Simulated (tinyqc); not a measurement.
Worked calculation: Pariser-Parr-Pople SCF with singles CI, for the molecule C=C1C=CC=NC=C1 (SMILES; centres numbered as the heavy atoms are written). One step of it, computed by the program tinyqc.

Problem. Iteration 2: orbitals and new P. Diagonalise F (the basis is taken as orthonormal) and form P = 2 sum c c over the lowest orbitals.

F (eV), order 1C, 2C, 3C, 4C, 5C, 6N, 7C, 8C:
$$\begin{pmatrix}
-5.039829 & -5.619306 & 0.267215 & 0.568828 & -0.229279 & -0.298580 & 0.594752 & 0.357996 \\
-5.619306 & -5.017408 & -4.061135 & -0.051844 & 0.123481 & 0.130231 & -0.068793 & -4.080440 \\
0.267215 & -4.061135 & -5.040249 & -5.531590 & -0.274530 & 0.672704 & 0.081153 & -0.653026 \\
0.568828 & -0.051844 & -5.531590 & -5.654126 & -4.432802 & 0.022686 & 0.245171 & 0.131522 \\
-0.229279 & 0.123481 & -0.274530 & -4.432802 & -4.800323 & -5.589811 & 0.104181 & 0.718447 \\
-0.298580 & 0.130231 & 0.672704 & 0.022686 & -5.589811 & -7.882756 & -4.605677 & -0.042581 \\
0.594752 & -0.068793 & 0.081153 & 0.245171 & 0.104181 & -4.605677 & -4.835204 & -5.508341 \\
0.357996 & -4.080440 & -0.653026 & 0.131522 & 0.718447 & -0.042581 & -5.508341 & -4.901520
\end{pmatrix}$$

pi electrons, sum of z_r less the charge = 8

Give: orbital energies; P after iteration 2.

Solution.

orbital energies (eV): [-15.1978, -13.0488, -11.9663, -8.3140, -1.5128, -0.2050, 3.0796, 3.9935]

P after iteration 2, order 1C, 2C, 3C, 4C, 5C, 6N, 7C, 8C:
$$\begin{pmatrix}
1.1351 & 0.8415 & -0.0772 & -0.3023 & 0.1290 & 0.1856 & -0.3197 & -0.1513 \\
0.8415 & 1.0038 & 0.3757 & 0.0111 & -0.0560 & -0.0526 & 0.0320 & 0.3789 \\
-0.0772 & 0.3757 & 0.8745 & 0.8156 & 0.1222 & -0.3092 & -0.0311 & 0.2459 \\
-0.3023 & 0.0111 & 0.8156 & 1.0284 & 0.4757 & -0.0164 & -0.1110 & -0.0609 \\
0.1290 & -0.0560 & 0.1222 & 0.4757 & 0.8197 & 0.7687 & -0.0388 & -0.3377 \\
0.1856 & -0.0526 & -0.3092 & -0.0164 & 0.7687 & 1.2289 & 0.4728 & 0.0009 \\
-0.3197 & 0.0320 & -0.0311 & -0.1110 & -0.0388 & 0.4728 & 0.9375 & 0.8090 \\
-0.1513 & 0.3789 & 0.2459 & -0.0609 & -0.3377 & 0.0009 & 0.8090 & 0.9721
\end{pmatrix}$$
